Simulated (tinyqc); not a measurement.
Fully depleted semiconductor-on-insulator film with two gates, non-linear Poisson equation by Newton steps: one step of the calculation.

One dimension across the film, front interface at x = 0, back interface at x = ts. psi is counted from the intrinsic level, n = ni exp(psi/Vt) (source grounded), holes neglected, acceptors ionised. Gates act through Cox = eps0 eox/tox and Cbox = 3.9 eps0/tb with potentials G1 = Vg - (phiM - chi - Vt ln(Nc/ni)) and G2 = Vb - (phiB - chi - Vt ln(Nc/ni)). Classical Boltzmann densities, no interface charge, no depletion in the back plane.

Problem. Newton step. Solve a d_(i-1) + b_i d_i + a d_(i+1) = -F_i for all nodes. Each component d is damped to sign(d) Vt ln(1 + |d|/Vt) before it is added.

Inputs (values chosen for the exercise):
- T = 250 K (temperature)

Constants: q = 1.602176634e-19 C, kB = 1.380649e-23 J/K, Vt = kB T/q. Results are converted to the units shown.

a = 4.3862284 uF/cm^2
diagonal b, node 0 to 8 (F/cm^2): [-5.8980121e-6, -8.7868767e-6, -8.7838866e-6, -8.7822083e-6, -8.7811796e-6, -8.7805299e-6, -8.7801315e-6, -8.7799204e-6, -4.6057541e-6]
residual F, node 0 to 8 (C/cm^2): [3.0320316e-8, 1.6064459e-9, -4.2281817e-9, -6.6728366e-9, -7.9020890e-9, -8.5775404e-9, -8.9540447e-9, -9.1421024e-9, -1.3615483e-8]
psi after iteration 1, node 0 to 8 (V): [0.18893977, 0.18100329, 0.17599688, 0.17257564, 0.17017397, 0.16850657, 0.16741626, 0.16681525, 0.16665961]

Wanted: Newton step d, before damping; psi after iteration 2.

Solution.

Newton step d, before damping, node 0 to 8 (V): [-0.007950, -0.017602, -0.027679, -0.036864, -0.044609, -0.050642, -0.054812, -0.057037, -0.057275]
psi after iteration 2, node 0 to 8 (V): [0.18217, 0.16814, 0.15820, 0.15109, 0.14600, 0.14246, 0.14016, 0.13894, 0.13872]

Numbers from tinyqc (`OMP_NUM_THREADS=1 python tinyqc.py 2190044 2190045 out.jsonl`; about 0.3 s on one thread of a shared Intel Xeon 2.30GHz).
